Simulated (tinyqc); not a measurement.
Millisecond and nanosecond annealing: surface heating, thermal budget and solid-phase regrowth: one step, computed by the program tinyqc.

A square pulse heats the surface of a thick wafer with constant thermal properties; losses by radiation are neglected and silicon melts at 1414 C.

Problem. Thermal budget. Absorbed flux q = (1 - R) fluence/t_p; kappa = k/c. With f(z, t) = (2 q/k) sqrt(kappa t) ierfc(z/(2 sqrt(kappa t))), ierfc(x) = exp(-x^2)/sqrt(pi) - x erfc(x): T = T0 + f(z, t) during the pulse and T0 + f(z, t) - f(z, t - t_p) after it. Temperatures in kelvin are T(C) + 273.15. Integrate exp(-E/(k_B T(t))) at the surface from 0 to 10 t_p (Gauss-Legendre, 60 points in sqrt(t) up to t_p and 60 in sqrt(t - t_p) after it). (Dt) = D0 x integral with E; regrowth = v0 x integral with E_v; effective time = integral/exp(-E/(k_B T_peak)).

Inputs (values chosen for the exercise, modelled on hot silicon with boron):

| quantity | value | unit |
|---|---|---|
| incident fluence | 49 | J/cm^2 |
| pulse length t_p | 0.013 | s |
| reflectance R | 0.37 | - |
| thermal conductivity k | 0.26 | W/(cm K) |
| heat capacity per volume c | 2.17 | J/(cm^3 K) |
| preheat temperature T0 | 700 | C |
| wafer thickness d | 775 | um |
| dopant prefactor D0 | 0.907 | cm^2/s |
| dopant activation energy E | 3.49 | eV |
| regrowth prefactor v0 | 3.8e+08 | cm/s |
| regrowth energy E_v | 2.72 | eV |
| amorphous layer | 6.5 | nm |

Source: flash lamp.

peak temperature = 1106.727 C

Constants: k_B = 8.617333262e-05 eV/K.

Give: budget (Dt); diffusion length 2 sqrt(Dt); effective time over t_p; possible regrowth.

Solution.

budget (Dt) = 4.877e-16 cm^2

diffusion length 2 sqrt(Dt) = 0.4417 nm

effective time over t_p = 0.2308

possible regrowth = 1780 nm

Caution: heat reaches the back of the wafer, which is no longer thick. Caution: equilibrium diffusivities are used; implant damage enhances diffusion, and k and c vary with temperature. Caution: at this preheat temperature the layer would already regrow within five seconds or less before the pulse.
